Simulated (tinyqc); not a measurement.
Inside a calculation. Model: grain-boundary diffusion: Harrison regimes, Fisher and Le Claire analysis, Hart average. Computed by tinyqc, a small Python program that keeps every step. Command: `OMP_NUM_THREADS=1 python tinyqc.py 3010754 3010755 out.jsonl gbdiff walk`. One thread of a shared host (Intel(R) Xeon(R) Processor @ 2.30GHz), about 0.01 s of CPU time with the checks. Intermediate numbers are printed to about 7 digits and carried at full precision; extremes and crossings named in words are read from the listed rows.

A boundary is a slab of width delta with diffusivity D_b, normal to a surface held at constant concentration; it leaks into grains of diffusivity D.

Inputs (values chosen for the exercise, for a model polycrystal):

| quantity | value | unit |
|---|---|---|
| melting point T_m | 2530 | K |
| lattice prefactor D0 | 1.3e-05 | m^2/s |
| lattice activation energy E | 4.2 | eV |
| boundary prefactor D0b | 4.2e-06 | m^2/s |
| boundary activation energy E_b | 2.06 | eV |
| boundary width delta | 0.5 | nm |
| segregation factor s | 1 | - |
| grain size d | 8.8 | um |
| temperature T | 1610 | K |
| time t | 350 | s |

Constants: k_B = 8.617333262e-05 eV/K.

## Diffusivities

D = D0 exp(-E/(k_B T)), D_b = D0b exp(-E_b/(k_B T)). Triple product P = s delta D_b.

D = 9.261811e-19 m^2/s

D_b = 1.495676e-12 m^2/s

triple product P = 7.478379e-22 m^3/s

At T/T_m = 0.64 the boundary is 1.6e6 times faster than the lattice.

## Regime

l = sqrt(D t); P = s delta D_b; alpha = s delta/(2 l); beta = P/(2 D l). Regime A if l > 3 d, C if alpha > 1, B if alpha < 0.1, l < d/4 and beta > 10, otherwise a transition.

lattice diffusion length l = 0.01800454 um

alpha = 0.01388539

beta = 22423.30

Regime: B

Boundaries are isolated and lose material sideways, so only the product P can be measured.

## Effective diffusivity

Hart average for parallel slabs: f = delta/d, D_eff = (s f D_b + (1 - f) D)/(1 - f + s f); share of the boundaries = s f D_b/(s f D_b + (1 - f) D); depth sqrt(D_eff t).

boundary fraction f = 5.681818e-05

D_eff = 8.590770e-17 m^2/s

share of the boundaries = 0.9892195

depth sqrt(D_eff t) = 0.1734004 um

Caution: outside regime A (which needs sqrt(D t) above about 3 d) the Hart average and its depth are formal: they describe a profile only in regime A or at steady state.

## Penetration along an isolated boundary

Fisher: the mean concentration falls as exp(-y/y_F), y_F = sqrt(P) (pi t/(4 D))^(1/4), with the boundary equation P d2c/dy2 = 2 c sqrt(D/(pi t)). Le Claire (from the Whipple solution): ln c falls as -(y/y_L)^(6/5) with P = 1.322 sqrt(D/t) y_L^2.

Fisher depth y_F = 3.589378 um

Le Claire depth y_L = 3.316126 um

The tail reaches 184 lattice lengths l; y_L/l = sqrt(2 beta/1.322).

## Whipple integral against the two closed forms

Whipple, boundary part of the mean concentration in units of c0 l per boundary, for D_b/D far above beta: c(eta) = (2 eta/sqrt(pi)) int_1^infinity exp(-eta^2/(4 u)) u^(-3/2) [exp(-Y^2)/sqrt(pi) - Y erfc(Y)] du with Y = (u - 1)/(2 beta), eta = y/l; w = eta/sqrt(beta). The last columns are -ln[c(y)/c(w = 1)] from the integral, from Fisher, (y - y1)/y_F, and from Le Claire, (y/y_L)^(6/5) - (y1/y_L)^(6/5), with y1 the depth at w = 1.

Tail of the profile:

| w | y (um) | c | Whipple | Fisher | Le Claire |
|---|---|---|---|---|---|
| 1.5 | 4.04411 | 4.831160e-01 | 0.52995 | 0.375563 | 0.48886 |
| 2.0 | 5.39215 | 2.800871e-01 | 1.07511 | 0.751126 | 1.01203 |
| 3.0 | 8.08822 | 9.016000e-02 | 2.20862 | 1.502251 | 2.13514 |
| 4.0 | 10.78429 | 2.749504e-02 | 3.39620 | 2.253377 | 3.33707 |
| 5.0 | 13.48037 | 7.972878e-03 | 4.63416 | 3.004502 | 4.60122 |
| 6.0 | 16.17644 | 2.205314e-03 | 5.91934 | 3.755628 | 5.91729 |
| 8.0 | 21.56859 | 1.480087e-04 | 8.62069 | 5.257879 | 8.67860 |
| 10.0 | 26.96074 | 8.464906e-06 | 11.48203 | 6.760130 | 11.58287 |

At w = 10 the integral has fallen by 11.48 in the logarithm, Fisher by 6.76 and Le Claire by 11.58: the true tail bends down faster than an exponential, which is why profiles are plotted against y^(6/5).

## Lattice against boundary over temperature

D_eff = (s f D_b + (1 - f) D)/(1 - f + s f), f = delta/d; share of the boundaries = s f D_b/(s f D_b + (1 - f) D).

Diffusivities (m^2/s):

| T/T_m | T (K) | D | D_b | D_eff | share | regime |
|---|---|---|---|---|---|---|
| 0.3 | 759 | 1.682065e-33 | 8.806431e-20 | 5.003654e-24 | 1.0000000 | C |
| 0.4 | 1012 | 1.577131e-26 | 2.314261e-16 | 1.314922e-20 | 0.9999988 | C |
| 0.5 | 1265 | 2.404822e-22 | 2.607232e-14 | 1.481622e-18 | 0.9998377 | transition |
| 0.6 | 1518 | 1.478744e-19 | 6.081695e-13 | 3.470295e-17 | 0.9957391 | B |
| 0.7 | 1771 | 1.451778e-17 | 5.768418e-12 | 3.422680e-16 | 0.9575860 | B |
| 0.8 | 2024 | 4.527992e-16 | 3.117675e-11 | 2.224179e-15 | 0.7964312 | B |
| 0.9 | 2277 | 6.575213e-15 | 1.158154e-10 | 1.315526e-14 | 0.5002121 | transition |
| 1.0 | 2530 | 5.591305e-14 | 3.309135e-10 | 7.471177e-14 | 0.2516592 | transition |

The apparent activation energy of D_eff is 2.06 eV between the first rows and 3.41 eV between the last, against E_b = 2.06 and E = 4.2 eV. Among these rows boundaries carry most of the flux up to T/T_m = 0.9, the lattice above. Caution: outside regime A, D_eff and the share of the boundaries hold only at steady state.

Checks made by the program: Le Claire's slope against the Whipple integral (relative difference 2e-02).
